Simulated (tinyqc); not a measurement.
Threshold-voltage variability of a planar MOSFET, analytic estimates: two steps of the calculation.

Three independent sources add in quadrature: random dopants in the depleted layer, metal-gate grains of two orientations, and roughness of the two gate edges acting through the roll-off VT = VT(long) - Vr exp(-L/l). These are first-order estimates: no three-dimensional electrostatics, no percolation.

Parameters, values chosen for the exercise; material values close to those of silicon: temperature T = 300 K; band gap Eg = 1.11 eV; relative permittivity of the semiconductor eps_r = 11.6; conduction-band density of states at T Nc = 2.76e19 cm^-3; valence-band density of states at T Nv = 2.67e19 cm^-3; channel doping Na = 5.9e18 cm^-3; oxide-equivalent thickness in inversion ti = 1.5 nm; gate length L = 32 nm; gate width W = 79 nm; metal grain size G = 10 nm; work-function difference of the two grain orientations dW = 0.15 eV; share of the orientation of higher work function p = 0.4; rms roughness of one gate edge De = 1.2 nm; correlation length of the roughness La = 30 nm; decay length of the threshold roll-off l = 5.7 nm; prefactor of the roll-off Vr = 2.8 V.

Constants: q = 1.602176634e-19 C, kB = 1.380649e-23 J/K, Vt = kB T/q, eps0 = 8.8541878128e-14 F/cm where lengths are in cm. Results are converted to the units shown.

Question 1. Random dopants. ni = sqrt(Nc Nv) exp(-Eg/(2 Vt)), Eg in volts; Cox = 3.9 eps0/ti; Wd = sqrt(4 eps0 eps_r Vt ln(Na/ni)/(q Na)); dopants: s1 = (q/Cox) sqrt(Na Wd/(3 L W)). The slope A1 = s1 sqrt(L W); mean number of dopants Na L W Wd.

Wanted: Cox; Wd; mean number of dopants; A1; s1.

Answer 1.

Cox = 2.3021 uF/cm^2
Wd = 14.969 nm
mean number of dopants = 223.26
A1 = 1.1941 mV um
s1 = 23.750 mV

Counting alone, 1/sqrt(N) of the depletion voltage q Na Wd/Cox = 615 mV, would give sqrt(3) times more: dopants deep in the layer act less on the surface.

Question 2. Metal grains and edge roughness. Grains: Ng = L W/G^2 (at least 1), s2 = dW sqrt(p (1 - p)/Ng). Edges, with exponential correlation and u = W/La: the mean gate length has sL^2 = 2 De^2 (2/u)[1 - (1 - exp(-u))/u]; s3 = sL (Vr/l) exp(-L/l).

Give: Ng; s2; sL; dVT/dL; s3.

Answer 2.

Ng = 25.28
s2 = 14.62 mV
sL = 1.190 nm
dVT/dL = 1.791 mV/nm
s3 = 2.132 mV

Computed by the program tinyqc: `OMP_NUM_THREADS=1 python tinyqc.py 2090127 2090128 out.jsonl`, one thread of a shared Intel Xeon 2.30GHz, about 0.02 s for the whole run.
